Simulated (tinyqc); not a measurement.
Where in the gap a trap does harm: carrier lifetime from Shockley-Read-Hall, radiative, Auger and surface recombination. Computed by tinyqc, a small Python program. Command: `OMP_NUM_THREADS=1 python tinyqc.py 3015968 3015969 out.jsonl lifetime walk`. One thread of a shared host (Intel(R) Xeon(R) Processor @ 2.30GHz), about 0.03 s of CPU time with the checks.

Energies are counted from the top of the valence band. Boltzmann statistics, full ionisation, and equal excess densities of electrons and holes.

Inputs (values chosen for the exercise, with bands modelled on InP):
```
quantity                          value   unit
gap E_g                            1.37     eV
electron mass m_e                0.0798    m_0
valleys M_c                           1      -
hole mass m_h                     0.607    m_0
temperature T                       250      K
doping N                        2.6e+18  cm^-3
trap level E_t                    0.707     eV
trap density N_t                4.8e+12  cm^-3
electron cross-section sigma_n  6.5e-15   cm^2
hole cross-section sigma_p      2.4e-15   cm^2
```

Doping: n-type. Surface term: two equal surfaces.

Constants: m_0 = 9.1093837015e-31 kg; k_B = 1.380649e-23 J/K; h = 6.62607015e-34 J s; k_B = 8.617333262e-05 eV/K.

Method:
- N_c = 2 M_c (2 pi m_e k_B T/h^2)^(3/2) and N_v = 2 (2 pi m_h k_B T/h^2)^(3/2), masses in units of m_0.
- n_i = sqrt(N_c N_v) exp(-E_g/2 k_B T); majority density N/2 + sqrt(N^2/4 + n_i^2), minority density n_i^2 over it.
- v = sqrt(3 k_B T/m) with m_e or m_h; tau_n0 = 1/(sigma_n v_n N_t), tau_p0 = 1/(sigma_p v_p N_t); n1 = N_c exp(-(E_g - E_t)/k_B T), p1 = N_v exp(-E_t/k_B T).
- Low injection: tau = [tau_p0 (n_0 + n1) + tau_n0 (p_0 + p1)]/(n_0 + p_0). Depleted region (n = p = 0): generation lifetime tau_g = (tau_p0 n1 + tau_n0 p1)/n_i. n1 = N_c exp(-(E_g - E_t)/k_B T), p1 = N_v exp(-E_t/k_B T).

tau_p0 = 6.34328e-06 s

n_0 = 2.60e+18 cm^-3

N_c = 4.30333e+17 cm^-3

tau_n0 = 8.49218e-07 s

p_0 = 3.60106e-10 cm^-3

N_v = 9.02783e+18 cm^-3

n_i = 30598.6 cm^-3

The same trap at other energies:
```
E_t (eV)  SRH lifetime (s)  generation lifetime (s)
0.082           6.4088e-06               5.5700e+06
0.206           6.3435e-06               1.7625e+04
0.342           6.3433e-06               3.1951e+01
0.480           6.3433e-06               5.2787e-02
0.616           6.3433e-06               9.5751e-05
0.685           6.3433e-06               5.2746e-06
0.754           6.3433e-06               3.4231e-05
0.891           6.3433e-06               1.9688e-02
1.028           6.3433e-06               1.1376e+01
1.164           6.3434e-06               6.2754e+03
1.288           6.3666e-06               1.9832e+06
```

What does the comparison show, and why?

The SRH lifetime (other channels left aside) stays within 10 % of its least value, among these rows, from E_t = 0.082 to 1.288 eV. The generation lifetime has a sharp minimum, among these rows at 0.685 eV and exactly at 0.696 eV, where tau_p0 n1 = tau_n0 p1, since generation needs two thermal jumps and the larger one rules. Caution: the doping is near the effective density of states, where Boltzmann statistics fail and the gap narrows.

Extremes, crossings and ranges named in words are read from the listed rows.
